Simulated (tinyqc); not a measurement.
Bandgap voltage reference from two bipolar transistors: output against temperature.

Two transistors of area 1 and N carry the same current I. Is(T) = Is (T/T0)^eta exp[(Vg0 q/kB)(1/T0 - 1/T)], VBE1 = Vt ln(I/Is(T)) + I rb, VBE2 = Vt ln(I/(N Is(T))) + I rb/N. The amplifier forces I R1(T) = VBE1 - VBE2 + Vos, with R(T) = R (1 + tc (T - T0)) for both resistors, and the output is Vref = VBE1 + I R2(T). Base currents and the Early effect are neglected.

Vt = kB T/q; I = (Vt ln N + Vos)/(R1(T) - rb (1 - 1/N)).

Parameters, values chosen for the exercise; values of the order met in silicon bipolar transistors: reference temperature T0 = 298 K; band-gap voltage extrapolated to 0 K Vg0 = 1.152 V; temperature exponent of the saturation current eta = 3.6; saturation current of the unit transistor at T0 Is = 3.3e-17 A; area ratio of the second transistor N = 10; resistor across which the difference of VBE falls, at T0 R1 = 6 kohm; temperature coefficient of both resistors tc = 0 ppm/K; offset of the amplifier Vos = 0 mV; series resistance of the unit transistor rb = 0 ohm; output resistor at T0 R2 = 52.08 kohm.

Constants: q = 1.602176634e-19 C, kB = 1.380649e-23 J/K. Results are converted to the units shown.

Output against temperature:
```
T (K)  I (uA)  VBE1 (V)  I R2 (V)  Vref (V)  Vref - Vref(T0) (mV)  dVref/dT (uV/K)
218     7.209    0.8209    0.3755     1.196                 4.593           -20.57
233     7.705    0.7946    0.4013     1.196                 4.171           -35.48
253     8.367    0.7593    0.4357     1.195                 3.275           -53.93
273     9.028    0.7236    0.4702     1.194                 2.023           -70.98
298     9.855    0.6785    0.5132     1.192                     0           -90.61
323     10.68    0.6330    0.5563     1.189                -2.494           -108.7
348     11.51    0.5870    0.5994     1.186                -5.422           -125.4
373     12.34    0.5406    0.6424     1.183                -8.752           -140.9
398     13.16    0.4938    0.6855     1.179                -12.46           -155.4
423     13.99    0.4467    0.7285     1.175                -16.52           -169.1
```

VBE1 falls by 1.83 mV/K on average and I R2 rises by 1.72 mV/K. The slope of Vref vanishes at T = 199 K. Between 233 and 398 K Vref spans 16.6 mV, or 84.7 ppm/K by the box method (span over the average over T, over 165 K).

tinyqc, about 0.02 s, one thread, Intel Xeon 2.30GHz (shared host): `OMP_NUM_THREADS=1 python tinyqc.py 2062087 2062088 out.jsonl`
